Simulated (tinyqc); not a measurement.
From results back to parameters: bond-orbital model of a tetrahedral semiconductor (Harrison's universal couplings). Three cases, with inputs chosen for the exercise.

Problem. In the bond-orbital model the bond-antibond splitting is 2 sqrt(V2^2 + V3^2), Z* = 4 ap - (Z - 4) with ap = V3/sqrt(V2^2 + V3^2), and V2 = 3.22 x 2c/d^2, c = hbar^2/2m0. The values below come from a hidden bond length and V3.

Constants: hbar^2/2m0 = 3.80998211 eV angstrom^2.

Case 1.

Values chosen (out of a larger set: near tabulated values for SiC; the model gives trends, and its gaps can be far from the real ones; not measured data): Z = 4 (valence electrons of the anion).

splitting = 14.28333 eV
Z* = 1.09498 e

Case 2.

Values chosen (out of a larger set: near tabulated values for CdTe; the model gives trends, and its gaps can be far from the real ones; not measured data): Z = 6 (valence electrons of the anion).

splitting = 9.44705 eV
Z* = 1.01258 e

Case 3.

Values chosen (out of a larger set: near tabulated values for InP; the model gives trends, and its gaps can be far from the real ones; not measured data): Z = 5 (valence electrons of the anion).

splitting = 9.30304 eV
Z* = 1.33902 e

Find: V2, V3; d.

Solution. ap = (Z* + Z - 4)/4; V3 = ap times half the splitting, V2 = sqrt(1 - ap^2) times it, and d = sqrt(6.44 c/V2).

Case 1.

V2, V3 (eV): 6.869  1.955

d = 1.890 angstrom

Case 2.

V2, V3 (eV): 3.107  3.558

d = 2.810 angstrom

Case 3.

V2, V3 (eV): 3.773  2.720

d = 2.550 angstrom

Computed by tinyqc, one run a case: `OMP_NUM_THREADS=1 python tinyqc.py N N+1 out.jsonl` with N = 1451485, 1451517, 1451532; one thread of a shared Intel(R) Xeon(R) Processor @ 2.30GHz, about 0.01 s a run at most.
